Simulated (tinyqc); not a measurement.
# Permittivity and interface capacitance from two thicknesses

Question. 1/C = t/(eps0 ek) + 2/ci for planar capacitors that differ only in thickness. Find ek, ci and the EOT of the interfaces, 2 x 3.9 eps0/ci.

Constants: eps0 = 8.8541878128e-14 F/cm where lengths are in cm. Results are converted to the units shown.

C at t = 17 and 52 nm (uF/cm^2): [0.47963579, 0.15772983]

Answer. 1/C is a straight line in t: the slope gives ek and the intercept 2/ci. A single thickness would give only the effective permittivity; when the interfaces are a small part of 1/C, ci needs very accurate data.

ek = 9.290
ci = 110.0 uF/cm^2
EOT of the interfaces = 0.06278 nm

tinyqc, about 0.01 s, one thread, Intel Xeon 2.30GHz (shared host): `OMP_NUM_THREADS=1 python tinyqc.py 2102166 2102167 out.jsonl`
